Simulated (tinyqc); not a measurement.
# One electron in a tunnel-coupled double dot: charge qubit, sensing and quantum capacitance: two studies

Basis (left, right), H = [[ep/2, tc], [tc, -ep/2]], splitting Om = sqrt(ep^2 + 4 tc^2), ep = al times the gate voltage. In equilibrium the electron is on the right with the chance P_R = [1 + (ep/Om) tanh(Om/2 kB T)]/2.

Inputs (values chosen for the exercise):

| symbol | value | unit | meaning |
|---|---|---|---|
| tc | 16 | ueV | tunnel coupling |
| T | 0.12 | K | electron temperature |
| al | 0.24 | eV/V | lever arm of the gate on the detuning |
| se | 3 | ueV | deviation of quasi-static detuning noise |

Constants: q = 1.602176634e-19 C, kB = 1.380649e-23 J/K, hbar = 1.054571817e-34 J s, h = 6.62607015e-34 J s, Vt = kB T/q. Results are converted to the units shown.

Each table varies one quantity; the others keep the values above.

## Coherence against detuning

Noise in ep shifts Om by (ep/Om) d + (2 tc^2/Om^3) d^2. For Gaussian d of deviation se the spread of Om is sqrt[(ep se/Om)^2 + 2 (2 tc^2 se^2/Om^3)^2], and T2* is estimated as sqrt(2) hbar/spread; Om T2*/h counts the oscillations within T2*.

Coherence against detuning:
```
ep (ueV),Om (ueV),T2* (ns),oscillations within T2*
0,32.00,4.681,36.22
0.8,32.01,4.383,33.93
1.6,32.04,3.747,29.03
3.2,32.16,2.607,20.27
6.4,32.63,1.507,11.89
13,34.54,0.8164,6.819
24,40.00,0.5163,4.994
48,57.69,0.3729,5.201
96,101.2,0.3271,8.003
```

What does the comparison show?

T2* falls from 4.68 to 0.327 ns, towards sqrt(2) hbar/se = 0.310 ns far from the anticrossing; the first row is 14.3 times the last. First and second order are equal near ep = sqrt(2) se/2 = 2.12 ueV.

## Line shape against detuning

q^2 al^2 dP_R/d(ep) splits into Cq = q^2 al^2 (2 tc^2/Om^3) tanh(Om/2 kB T) and Ct = q^2 al^2 (ep/Om)^2/(4 kB T cosh^2(Om/2 kB T)); Ct appears only if relaxation is faster than the drive. A resonator of frequency f0, capacitance Cp and quality factor Q shifts by df = -f0 Cq/(2 Cp) and its phase by -2 Q Cq/Cp. A Ct of 0 means below 1e-6 aF.

Line shape against detuning:
```
ep (ueV),Om (ueV),P_R,Cq (aF),Ct (aF)
0,32.00,0.5000,131.7,0
11.2,33.90,0.6532,112.4,3.408
22.4,39.06,0.7739,75.73,6.419
33.6,46.40,0.8540,46.25,5.150
44.8,55.05,0.9029,28.04,2.852
56,64.50,0.9324,17.54,1.310
67.2,74.43,0.9508,11.44,0.5436
78.4,84.68,0.9627,7.777,0.2123
89.6,95.14,0.9708,5.485,0.07990
100.8,105.8,0.9765,3.994,0.02932
112,116.5,0.9807,2.990,0.01058
```

What does the comparison show?

Cq falls from 132 to 2.99 aF, and Ct goes from 0 through a maximum of 6.42 (at ep = 22.4 ueV among the rows listed) to 0.0106 aF. Among the rows listed Ct reaches at most 4.87 % of the peak of Cq, with tc/kB T = 1.5: heat populates the upper level, lowers Cq and adds side lobes.

Numbers from tinyqc (`OMP_NUM_THREADS=1 python tinyqc.py 2470037 2470038 out.jsonl`; about 0.01 s on one thread of a shared Intel Xeon 2.30GHz).
